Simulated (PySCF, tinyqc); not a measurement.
Coupled-perturbed Hartree-Fock on RHF in the sto-3g basis, for H4, spin multiplicity 1, step by step. The lowest restricted solution is unstable here: a spin-polarised one lies 0.0020 hartree lower (PySCF). One step of it, computed by the program tinyqc.

Task: Response to a field: uncoupled start. Field along z; U_ai = -mu_ai / (e_a - e_i), alpha = -4 sum U_ai mu_ai.

orbital energies (hartree): [-0.484800, -0.394067, 0.270021, 0.480985]

dipole integrals <a|z|i> (bohr), order a3, a4:
```
[[0.000000, -1.720837],
 [0.659691, 0.000000]]
```

Give: uncoupled U; uncoupled polarisability.

Result:

uncoupled U, order a3, a4:
```
[[0.000, 2.591],
 [-0.683, 0.000]]
```

uncoupled polarisability = 19.639 bohr^3
